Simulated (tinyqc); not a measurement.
MOS structure on a p-type body with a surface-enhanced doping, non-linear Poisson equation by Newton steps: one step of the calculation.

One dimension, insulator interface at x = 0, acceptor density Na + N0 exp(-x/Ls), net doping C = -(acceptor density). psi is counted from the intrinsic level: n = ni exp((psi - Vb)/Vt), p = ni exp(-psi/Vt); deep in the body psi_b = -Vt ln(Na/ni). The gate acts through Cox = eps0 eox/tox and has the potential psi_G = Vg - (phiM - chi - Vt ln(Nc/ni)). Boltzmann statistics, full ionisation, classical densities, no oxide or interface charge. Acceptors in real wide-gap material are deep and only partly ionised in the neutral body.

Question. Newton step. Solve the tridiagonal system a_(i-1) d_(i-1) + b_i d_i + a_i d_(i+1) = -F_i for nodes 0 to 13, with d = 0 on fixed nodes. Each component d is damped to sign(d) Vt ln(1 + |d|/Vt) before it is added.

Parameters, values chosen for the exercise:
- T = 350 K (temperature)

Constants: q = 1.602176634e-19 C, kB = 1.380649e-23 J/K, Vt = kB T/q. Results are converted to the units shown.

coupling a_i, interval 0 to 13 (F/cm^2): 1.7336500e-5  1.1405592e-5  7.6037280e-6  5.0105491e-6  3.2959125e-6  2.2000634e-6  1.4447083e-6  9.5255493e-7  6.2813405e-7  4.1674278e-7  2.7518254e-7  1.8021309e-7  1.2039236e-7  7.9525228e-8

```
node  diagonal b (F/cm^2)  residual F (C/cm^2)
0           -1.8633628e-5         2.5395883e-6
1           -2.8801226e-5        -7.1762734e-8
2           -1.9015036e-5        -1.0194590e-7
3           -1.2614428e-5        -1.4561313e-7
4           -8.3064621e-6        -2.0371079e-7
5           -5.4959759e-6        -2.7083367e-7
6           -3.6447717e-6        -3.3965793e-7
7           -2.3972632e-6        -3.8774676e-7
8           -1.5806890e-6        -3.8125227e-7
9           -1.0505470e-6        -3.1314060e-7
10          -1.5972294e-5        -7.3527601e-8
11          -2.3711942e-5        -5.6924135e-8
12          -3.5389942e-5        -8.6933108e-9
13          -5.3082265e-5       -4.2492387e-10
```

psi at the start, node 0 to 14 (V): 1.5099141  1.4547615  1.3719032  1.2498176  1.0695948  0.8072713  0.4405999  -0.0571542  -0.6723929  -1.2841327  -1.5099141  -1.5099141  -1.5099141  -1.5099141  -1.5099141

Give: Newton step d, before damping; psi after iteration 1.

Answer.

Newton step d, before damping, node 0 to 13 (V): 0.609  0.508  0.364  0.161  -0.118  -0.481  -0.900  -1.305  -1.510  -1.216  -0.036  -0.003  0.000  0.000
psi after iteration 1, node 0 to 14 (V): 1.602  1.542  1.449  1.305  1.022  0.722  0.337  -0.171  -0.791  -1.396  -1.534  -1.513  -1.510  -1.510  -1.510

Numbers from tinyqc (`OMP_NUM_THREADS=1 python tinyqc.py 2080081 2080082 out.jsonl`; about 0.6 s on one thread of a shared Intel Xeon 2.30GHz).
